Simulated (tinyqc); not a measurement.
# CMOS inverter, nodal equation and switching: what changes with what

An n-channel pull-down (bn, VTn) and a p-channel pull-up (bp, VTp) share the input Vin and the output node Vout, which carries the load C. Transistor (EKV form, voltages against the body): I = 2 n b Vt^2 [F(vp - Vs) - F(vp - Vd)] from drain to source, F(v) = ln^2(1 + exp(v/(2 Vt))), vp = (Vg - VT + sg |Vd - Vs|)/n. n-channel bodies are at 0; for the p-channel device all voltages are counted down from Vdd. b in uA/V^2 gives I in uA. Static: In = Ip. Transient: C dVout/dt = Ip - In. No velocity saturation, no gate capacitance beyond C.

Inputs (values chosen for the exercise): temperature T = 400 K; slope factor n = 1.34; drain-induced barrier lowering sg = 0.048; n-channel threshold VTn = 0.41 V; p-channel threshold (magnitude) VTp = 0.29 V; gain factor of the pull-down transistor bn = 280 uA/V^2; gain factor of the pull-up transistor bp = 280 uA/V^2; load capacitance C = 3.8 fF.

Constants: q = 1.602176634e-19 C, kB = 1.380649e-23 J/K, Vt = kB T/q. Results are converted to the units shown.

Each table varies one quantity; the others keep the values above.

## Energy per operation against supply voltage

For a step input the delay to Vdd/2 is tHL = C times the integral of dV/(In - Ip) from Vdd/2 to Vdd at Vin = Vdd, and tLH likewise with Ip - In from 0 to Vdd/2 at Vin = 0. A chain of 50 such gates sets the cycle time tc = 50 (tHL + tLH)/2; per gate and cycle the switching energy is 0.05 C Vdd^2 and the leakage energy Vdd Ileak tc, Ileak the mean supply current at Vin = 0 and Vdd.

Energy per operation against supply voltage:
```
Vdd (V)	tc (ns)	switching (aJ)	leakage (aJ)	total (aJ)
0.15	3608	4.275	513.4	517.7
0.2	1208	7.600	252.4	260.0
0.25	490.6	11.88	135.9	147.8
0.3	213.7	17.10	74.97	92.07
0.35	99.50	23.27	42.87	66.15
0.4	50.24	30.40	26.04	56.44
0.5	16.99	47.50	12.18	59.68
0.6	8.066	68.40	7.680	76.08
0.8	3.320	121.6	5.158	126.8
1	1.979	190.0	4.702	194.7
```

The total energy goes from 518 through a minimum of 56.4 (at Vdd = 0.4 V among the rows listed) to 195 aJ, while the cycle time falls from 3610 to 1.98 ns. Leakage makes up 99 % of the total in the first row and 2.4 % in the last. Below threshold the cycle lengthens exponentially and leakage flows for all of it, hence the minimum. For Vdd = 0.8 to 1 V the overdrive passes 0.5 V, where velocity saturation, left out here, would lengthen the delays of short devices. For Vdd = 0.15 to 0.4 V the supply is below a threshold, where mismatch, left out here, dominates margins and delay.

## Effect of the supply voltage

Same model as above.

VM solves In = Ip with Vin = Vout; VIL and VIH are the inputs of gain -1, NML = VIL - Vout(VIH), NMH = Vout(VIL) - VIH.

Result of one run:
```
Vdd (V)	VM (V)	gain at VM	NML (V)	NMH (V)	tHL (ps)	tLH (ps)
0.8	0.4572	-20.75	0.3764	0.2564	82.63	50.16
```

What becomes of these results when the supply voltage Vdd is changed from 0.8 to 0.5 V, all else the same?

Result of the changed run:
```
Vdd (V)	VM (V)	gain at VM	NML (V)	NMH (V)	tHL (ps)	tLH (ps)
0.5	0.3071	-19.19	0.2533	0.1333	515.3	164.3
```

The whole series:
```
Vdd (V)	VM (V)	gain at VM	NML (V)	NMH (V)	tHL (ps)	tLH (ps)
0.2	0.1510	-3.506	0.1161	-0.003935	4.460e4	3736
0.3	0.2056	-9.684	0.1625	0.04254	7573	976.6
0.4	0.2568	-16.02	0.2084	0.08844	1666	343.6
0.5	0.3071	-19.19	0.2533	0.1333	515.3	164.3
0.6	0.3572	-20.28	0.2966	0.1766	224.7	97.92
0.8	0.4572	-20.75	0.3764	0.2564	82.63	50.16
1	0.5573	-20.81	0.4461	0.3261	46.43	32.75
1.2	0.6573	-20.83	0.5074	0.3874	31.46	24.09
```

As Vdd goes from 0.2 to 1.2 V, VM rises from 0.151 to 0.657 V, the size of the gain rises from 3.51 to 20.8, tHL falls from 44600 to 31.5 ps and tLH falls from 3740 to 24.1 ps. The smaller margin is largest, 0.387 V, at Vdd = 1.2 V among the rows. For Vdd = 0.8 to 1.2 V the overdrive passes 0.5 V, where velocity saturation, left out here, would lengthen the delays of short devices. For Vdd = 0.2 to 0.4 V the supply is below a threshold, where mismatch, left out here, dominates margins and delay.

Computed by the program tinyqc: `OMP_NUM_THREADS=1 python tinyqc.py 2340045 2340046 out.jsonl`, one thread of a shared Intel Xeon 2.30GHz, about 0.03 s for the whole run.
